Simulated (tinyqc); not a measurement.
Yield against design margin.

Cells fail independently with probability Q(k) = erfc(k/sqrt(2))/2 when the margin is k standard deviations, and Y = exp(-Nb Q(k)). phi = exp(-k^2/2)/sqrt(2 pi).  k = margin/s(dVT). With one spare that repairs any one cell, Y1 = exp(-x)(1 + x), x = Nb Q(k).

Values chosen for this exercise: number of cells Nb = 65536.

s(dVT) = 17.5 mV

Yield against design margin:
```
M (mV),k,Q(k),expected failures x,Y,Y1
73,4.171,1.513e-5,0.9919,0.3709,0.7387
78,4.457,4.153e-6,0.2722,0.7617,0.9690
82,4.686,1.395e-6,0.09142,0.9126,0.9961
86,4.914,4.455e-7,0.02920,0.9712,0.9996
91,5.200,9.964e-8,0.006530,0.9935,1.000
96,5.486,2.059e-8,0.001349,0.9987,1.000
102,5.829,2.795e-9,1.832e-4,0.9998,1.000
109,6.229,2.354e-10,1.542e-5,1.000,1.000
```

Over a change of the margin from 73 to 109 mV, k goes from 4.17 to 6.23, the expected failures fall by 4.8 decades and the yield goes from 0.371 to 1.000. The spare helps most at M = 73 mV among the rows, where it lifts the yield from 0.371 to 0.739.

Program tinyqc, `OMP_NUM_THREADS=1 python tinyqc.py 2090058 2090059 out.jsonl`; Intel Xeon 2.30GHz, shared host, one thread, about 0.01 s.
